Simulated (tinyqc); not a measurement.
Cabrera-Mott growth of a thin oxide under its own electric field. Changing the time t. Computed by tinyqc, a small Python program. Command: `OMP_NUM_THREADS=1 python tinyqc.py 3004337 3004338 out.jsonl cabrera sweep`. One thread of a shared host (Intel(R) Xeon(R) Processor @ 2.30GHz), about 0.04 s of CPU time with the checks.

Electrons cross the film freely and set a fixed potential V across it; the field V/x lowers the barrier for ions entering the oxide.

Inputs (values chosen for the exercise, for a model metal):
```
quantity                     value        unit
barrier W                     1.21          eV
Mott potential V              0.59           V
ion charge number z              1           -
half jump distance b           1.4    angstrom
prefactor u0 = N Omega nu  1.5e+13  angstrom/s
temperature T                  400           K
starting thickness x0          3.6    angstrom
```

Backward hops: kept.

Constants: k_B = 8.617333262e-05 eV/K.

Method. u = u0 exp(-W/(k_B T)), X1 = z b V/(k_B T) with V in volts and k_B T in eV; dx/dt = 2 u sinh(X1/x). t(x) = int_(x0)^x dx / (dx/dt) by Gauss-Legendre quadrature (80 points on each side of (x0 + 2 x)/3), solved for x.

One run for each value:
```
time t (s)  thickness x (angstrom)  rate at time t (angstrom/s)  field at time t (MV/cm)
1.00e+00                 5.289e+00                    7.916e-01                1.116e+01
1.00e+01                 8.002e+00                    1.699e-01                7.373e+00
1.00e+02                 1.438e+01                    4.353e-02                4.104e+00
1.00e+03                 3.285e+01                    1.357e-02                1.796e+00
1.00e+04                 9.289e+01                    4.448e-03                6.352e-01
1.00e+05                 2.871e+02                    1.425e-03                2.055e-01
1.00e+06                 9.045e+02                    4.518e-04                6.523e-02
1.00e+07                 2.859e+03                    1.429e-04                2.064e-02
1.00e+08                 9.040e+03                    4.520e-05                6.526e-03
```

What does the table show, and why?

Over the rows, thickness x (angstrom) rises from 5.29 to 9040 (exponent d ln y / d ln x 0.18 between the first rows and 0.50 between the last); rate at time t (angstrom/s) falls from 0.792 to 4.52e-5 (exponent d ln y / d ln x -0.67 between the first rows and -0.50 between the last); field at time t (MV/cm) falls from 11.2 to 0.00653 (exponent d ln y / d ln x -0.18 between the first rows and -0.50 between the last). At the high end the exponent of thickness x is 0.50, close to 0.50: the parabolic law of weak fields.

Caution (all rows): the starting field or rate is formal: the first layers form as fast as oxygen arrives. Caution (rows 100000, 1.00e6, 1.00e7, 1.00e8): electrons tunnel only through a few nanometres, so beyond about 10 nm a fixed Mott potential is doubtful.
